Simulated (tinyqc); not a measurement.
Worked calculation: inverse iteration on a symmetric matrix. Computed by tinyqc, a small Python program that keeps every step. Settings: method = inverse, shift = -0.26. Command: `OMP_NUM_THREADS=1 python tinyqc.py 31537 31538 out.jsonl` (the two numbers bound the seeds that draw the settings). One thread of a shared host (Intel(R) Xeon(R) Processor @ 2.60GHz), about 0.01 s of CPU time with the checks.

A:
$$\begin{pmatrix}
0.79900 & 0.10800 & -0.17500 & -0.31100 & -0.07000 \\
0.10800 & 0.80100 & 0.02900 & 0.71600 & 0.89700 \\
-0.17500 & 0.02900 & 3.07500 & 0.29500 & 0.37600 \\
-0.31100 & 0.71600 & 0.29500 & 3.91200 & -0.16400 \\
-0.07000 & 0.89700 & 0.37600 & -0.16400 & 4.98400
\end{pmatrix}$$

Stop when the residual |A v - lambda v| is below 1e-9.

Steps:
```
step     lambda  residual
1     1.1795391  1.08e+00
2     0.8527616  2.76e-01
3     0.8144192  1.30e-01
4     0.7637882  1.76e-01
5     0.6655644  2.26e-01
6     0.5409177  2.22e-01
7     0.4484938  1.68e-01
8     0.4036533  1.08e-01
9     0.3863373  6.48e-02
10    0.3802528  3.79e-02
11    0.3781866  2.20e-02
12    0.3774932  1.27e-02
13    0.3772614  7.36e-03
14    0.3771841  4.25e-03
15    0.3771582  2.45e-03
16    0.3771496  1.42e-03
17    0.3771468  8.19e-04
18    0.3771458  4.73e-04
19    0.3771455  2.73e-04
20    0.3771454  1.58e-04
21    0.3771453  9.11e-05
22    0.3771453  5.26e-05
23    0.3771453  3.04e-05
24    0.3771453  1.76e-05
25    0.3771453  1.01e-05
26    0.3771453  5.86e-06
27    0.3771453  3.38e-06
28    0.3771453  1.95e-06
29    0.3771453  1.13e-06
30    0.3771453  6.52e-07
```

Can the last value be used, and what does the course show?

Not by the stop rule, although the second column moves by less than 1e-07 over the last three steps. Not converged in 30 steps: the residual falls only by the ratio of the two smallest distances of eigenvalues from the shift, 0.58 a step. all eigenvalues, for comparison: [0.37715, 0.84310, 2.95064, 4.16441, 5.23570].
